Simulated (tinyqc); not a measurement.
Floating body of a partially depleted SOI transistor: body voltage and kink: one step of the calculation.

Source at 0 V. Channel current Ic = 2 nf K Vt^2 [F(0) - F(Vd)](1 + la Vd), F(V) = ln^2(1 + exp((Vg - VT - nf V)/(2 nf Vt))), VT = VT0 - gb Vb. Saturation voltage Vs = 2 Vt sqrt(F(0)) + 3 Vt, excess Ve = (Vd - Vs + sqrt((Vd - Vs)^2 + 0.0004 V^2))/2, multiplication M1 = Ai Ve exp(-Bl/Ve). Each junction passes D(v) = J1 (exp(v/Vt) - 1) + J2 (exp(v/(2 Vt)) - 1). Bipolar current Ib = bb J1 (exp(Vb/Vt) - 1). The body settles where M1 (Ic + Ib) = D(Vb) + D(Vb - Vd) + Vb/Rb; drain current Id = (1 + M1)(Ic + Ib) - D(Vb - Vd).

Task. New Vb. Current into the body I_in = M1 (Ic + Ib) - D(Vb - Vd), current out I_out = D(Vb) + Vb/Rb; f = ln(I_in/I_out), s = df/dVb by central differences over 1e-5 V, Vb(new) = Vb - f/s.

Parameters, values chosen for the exercise; values of the order met in partially depleted silicon-on-insulator transistors:
```
symbol,value,unit,meaning
T,300,K,temperature
VT0,0.43,V,threshold at zero body voltage
gb,0.21,,fall of the threshold per volt of body voltage
nf,1.15,,slope factor
K,320,uA/(V^2 um),gain factor per width
la,0.03,1/V,channel-length modulation factor
Ai,1.1,1/V,impact-ionisation prefactor
Bl,5.8,V,impact-ionisation voltage
J1,1.6e-12,uA/um,diffusion saturation current of each junction
J2,1.2e-9,uA/um,recombination saturation current of each junction
bb,0.5,,gain of the lateral bipolar transistor on the diffusion current
Rb,1e9,kohm um,"resistance of a weak body tie to the source (1e9 stands for no tie, and the term is then dropped)"
Vg,0.52,V,gate voltage
Vd,1.1,V,drain voltage
```

Constants: q = 1.602176634e-19 C, kB = 1.380649e-23 J/K, Vt = kB T/q. Results are converted to the units shown.

Vb after iteration 1 = 0.56826559 V

Wanted: Ic; Ve; M1; I_in; I_out; f; s; Vb after iteration 2.

Result.

Ic = 6.403 uA/um
Ve = 0.8390 V
M1 = 9.183e-4
I_in = 0.005882 uA/um
I_out = 0.005702 uA/um
f = 0.03115
s = -38.16 1/V
Vb after iteration 2 = 0.5691 V

Range of the model: The multiplication law is an empirical form chosen for the exercise; self-heating and capacitive coupling to the body are left out, and the linear laws are rough once Vb passes about 0.7 V or M1 about 0.1.

tinyqc, about 0.2 s, one thread, Intel Xeon 2.30GHz (shared host): `OMP_NUM_THREADS=1 python tinyqc.py 2182262 2182263 out.jsonl`
